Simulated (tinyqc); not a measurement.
Worked calculation: model-solid line-up of a strained alloy layer on a substrate. Values are carried at full precision from step to step, so a last printed digit may differ when a step is redone from the rounded ones.

All values of the alloy are linear in x but the gap, Eg(x) = (1 - x) Eg_A + x Eg_B - C x (1 - x), and the valence edge, Ev(x) = (1 - x) Ev_A + x Ev_B + fv C x (1 - x); Ec = Ev + Eg. Ev is the top of the unstrained valence band on a scale common to all materials. In the layer only the Gamma valley of the conduction band is followed, also where an X or L valley would lie lower.

Values chosen for the exercise (A near AlAs, B near GaAs, substrate near Ge; the results hold for these values, not for the real material):
- a = (5.661, 5.645) angstrom (lattice constant of A, B)
- Eg = (3.14, 1.515) eV (gap at Gamma to the s-like level of A, B)
- Dso = (0.282, 0.343) eV (spin-orbit splitting of A, B)
- Ev = (-1.33, -0.8) eV (top of the unstrained valence band of A, B)
- ac = (-5.61, -7.23) eV (conduction deformation potential of A, B)
- av = (2.48, 1.15) eV (valence hydrostatic potential of A, B)
- b = (-2.28, -2.02) eV (tetragonal shear potential of A, B)
- d = (-3.35, -4.82) eV (trigonal shear potential of A, B)
- C11 = (125.3, 123.7) GPa (of A, B)
- C12 = (52.9, 56.3) GPa (of A, B)
- C44 = (54.9, 60.8) GPa (of A, B)
- C = 0.332 eV (bowing of the gap)
- fv = 0.2 (share of the bowing taken by the valence edge)
- x = 0.97 (fraction of B)
- a_s = 5.652 angstrom (substrate)
- face = 111 (growth face)
- Eg_s = 0.735 eV (lowest gap of the substrate)
- Ev_s = -0.35 eV (substrate valence edge)
- e14 = -0.16 C/m^2 (piezoelectric constant of the layer)
- eps = 12.5 (dielectric constant)
- Lw = 10 nm (thickness of the layer)

## Values of the alloy

Interpolate.

Alloy at x (a in angstrom, C11, C12, C44 in GPa, all else in eV):
```
symbol     value
a         5.6455
Eg        1.5541
Dso       0.3412
Ev       -0.8140
ac       -7.1814
av        1.1899
b        -2.0278
d        -4.7759
C11     123.7480
C12      56.1980
C44      60.6230
```

## Strain on the (111) substrate

Coherent growth on a (111) face: e_par = (a_s - a)/a, e_perp = -(2 C11 + 4 C12 - 4 C44)/(C11 + 2 C12 + 4 C44) e_par; exx = eyy = ezz = (2 e_par + e_perp)/3 and exy = eyz = ezx = (e_perp - e_par)/3.

Use the values of the alloy.

e_par = 0.001155
e_perp = -0.000554

strain tensor in the cubic axes:
```
           x          y          z
x   0.000585  -0.000570  -0.000570
y  -0.000570   0.000585  -0.000570
z  -0.000570  -0.000570   0.000585
```

The layer is under tension in the plane; its volume changes by +0.176 %.

## Strained band edges

Strained edges: Ec + ac tr(e); the valence edges are Ev plus the levels of the 6 x 6 matrix of X, Y, Z times spin with -Dso/3 + l exx + m (eyy + ezz) on the diagonal (cyclic), n exy off it, l = av + 2 b, m = av - b, n = sqrt(3) d. Spin-orbit term (Dso/3) L.sigma on X, Y, Z with (L_k)_ij = -i epsilon_kij: <X+|H|Y+> = -i Dso/3, <X+|H|Z-> = Dso/3, <Y+|H|Z-> = -i Dso/3, <Z+|H|X-> = -Dso/3, <Z+|H|Y-> = i Dso/3, <X-|H|Y-> = i Dso/3, and their conjugates; + and - are the spin along z.

Give the hydrostatic shifts, the strain block and the edges.

ac tr(e), av tr(e) (eV): -0.0126  0.0021

strain block (eV), lower triangle:
```
        X       Y       Z
X  0.0021
Y  0.0047  0.0021
Z  0.0047  0.0047  0.0021
```

Ec and the three valence edges from the top (eV): 0.7275  -0.8070  -0.8166  -1.1532

strained gap = 1.5346 eV

Strain moves the gap by -20 meV: -15 meV from the volume and -5 meV from the splitting of the valence edge, which always raises the top.

## Offsets against the substrate material

dEc = Ec(substrate) - Ec(layer), dEv = Ev(layer) - Ev(substrate); positive values confine the carrier in the layer. Type I: both of one sign; type II: opposite signs; type III: the gaps do not overlap.

Give also the smallest gap across the interface, min Ec - max Ev.

dEc = -0.3425 eV
dEv = -0.4570 eV

type: I

smallest gap = 0.7350 eV

Both carriers collect in the substrate material; the conduction band takes 43 % of the gap difference. Where the alloy is indirect its X or L edge, left out, lies lower and changes dEc.

## Piezoelectric polarisation

P_x = 2 e14 eyz and cyclic. The field along the normal n of the (111) face is -P.n/(eps eps0) in a layer between thick unstrained barriers, eps0 = 8.8541878e-12 F/m; 1 kV/cm = 1e5 V/m.

P (C/m^2): 0.000182  0.000182  0.000182

P.n = 0.000316 C/m^2
field along n = -28.5 kV/cm
potential drop across the layer = 28.5 mV

The drop of 29 meV tilts both band edges, pulls electrons and holes to opposite faces and lowers the transition; a (001) layer has no shear and no such field.

Run: tinyqc, `OMP_NUM_THREADS=1 python tinyqc.py 1050242 1050243 out.jsonl`; Intel(R) Xeon(R) Processor @ 2.30GHz, one thread, shared host; about 0.01 s of CPU time with all checks.
